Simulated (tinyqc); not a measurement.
Inside a calculation: quantum well in an electric field by finite differences. Values are carried at full precision from step to step, so a last printed digit may differ when a step is redone from the rounded ones.

Finite differences on points z_i at the centres of cells of width h: H_ii = (c/h^2)(1/m_(i-1/2) + 1/m_(i+1/2)) + V_i, H_(i,i+1) = -(c/h^2)/m_(i+1/2), where m_(i+1/2) is the mean of the masses at the two points (the end values are repeated outwards), psi = 0 on the points beyond both ends, c = hbar^2/2m0. The field adds e F (z - z0) with z0 the middle of the structure; 1 kV/cm = 1e-5 eV/angstrom.

Constants: hbar^2/2m0 = 3.80998211 eV angstrom^2.

Parameters, chosen for this exercise (near those of a strained Si well in SiGe; not measured data): layers = ((20, 0.172, 0.955), (20, 0, 0.94), (20, 0.172, 0.955)) (each layer: thickness in angstrom, band edge in eV, mass in m0); F = 47 kV/cm (field along z); h = 5 angstrom (cell width of the coarse grid); hf = 0.3125 angstrom (cell width of the fine grid).

## The coarse grid

List the points, the potential with the field, and the masses.

Grid:
```
i   z (angstrom)   V (eV)  m (m0)
1            2.5   0.1591  0.9550
2            7.5   0.1614  0.9550
3           12.5   0.1638  0.9550
4           17.5   0.1661  0.9550
5           22.5  -0.0035  0.9400
6           27.5  -0.0012  0.9400
7           32.5   0.0012  0.9400
8           37.5   0.0035  0.9400
9           42.5   0.1779  0.9550
10          47.5   0.1802  0.9550
11          52.5   0.1826  0.9550
12          57.5   0.1849  0.9550
```

## The tridiagonal Hamiltonian

Form the diagonal and the neighbouring elements; V in the grid already includes the field.

diagonal H_ii (eV): [0.4782, 0.4806, 0.4829, 0.4865, 0.3194, 0.3231, 0.3254, 0.3265, 0.4983, 0.4994, 0.5017, 0.5041]

H_(i,i+1) (eV): [-0.1596, -0.1596, -0.1596, -0.1608, -0.1621, -0.1621, -0.1621, -0.1608, -0.1596, -0.1596, -0.1596]

## Lowest levels on the coarse grid

Diagonalise the symmetric tridiagonal matrix; give the three lowest levels and the weights u_i^2 (sum 1) of the two lowest.

levels (eV): [0.0402, 0.1428, 0.2233]

weights on the points, rows level 1, level 2:
```
[[0.000, 0.001, 0.006, 0.032, 0.180, 0.304, 0.290, 0.156, 0.026, 0.004, 0.001, 0.000],
 [0.004, 0.019, 0.051, 0.118, 0.261, 0.046, 0.074, 0.272, 0.104, 0.037, 0.011, 0.002]]
```

## Halving the cell width

The same with h, h/2, ..., h/32. The end points move with h, since psi vanishes half a cell beyond the structure. Richardson value (4 E(h/32) - E(h/16))/3.

Convergence:
```
cell (angstrom)  points  E1 (eV)  E2 (eV)  E1 - finest (meV)
5.0000               12  0.04020  0.14280             -3.498
2.5000               24  0.04276  0.15047             -0.935
1.2500               48  0.04346  0.15243             -0.238
0.6250               96  0.04364  0.15299             -0.058
0.3125              192  0.04368  0.15317             -0.012
0.1562              384  0.04370  0.15323              0.000
```

Richardson values of E1, E2 (eV): [0.04370, 0.15325]

The coarse grid is 3.5 meV too low in E1. The last differences between rows shrink by a factor 3.8 (4 for a pure h^2 error, 2 for one linear in h).

## Positions and dipoles on the fine grid

With h sum psi^2 = 1: <z - z0> of three levels, |z_12| and |z_13|, the mass m1 from 1/m1 = <1|1/m|1>, and f_1j = (m1/c)(E_j - E_1) z_1j^2.

levels (eV): [0.0437, 0.1532, 0.2377]

<z - z0> (angstrom): [-0.3, -0.7, -3.0]

|z_12|, |z_13| (angstrom): [6.05, 0.12]

m1 = 0.9413 m0

f_12, f_13: [0.989, 0.001]

Parity is broken, so the 1-3 transition is allowed, with 0.00074 times the strength of 1-2. E2 - E1 = 109.5 meV, a wavelength of 11.3 micrometre (hc = 1239.841984 eV nm). Level 3 lies above the lowest point of the outer barriers, so it is a resonance or a state of the finite grid, and values that rest on it depend on the ends of the grid.

## Checks

- E1 at zero field on the grid h/32 against transfer matrices between the same hard ends, eV: both 0.0438.

Computed by tinyqc, a small Python program: `OMP_NUM_THREADS=1 python tinyqc.py 1281673 1281674 out.jsonl` (the numbers bound the seed that draws the inputs); one thread of a shared host (Intel(R) Xeon(R) Processor @ 2.30GHz), about 0.05 s for the whole set of steps.
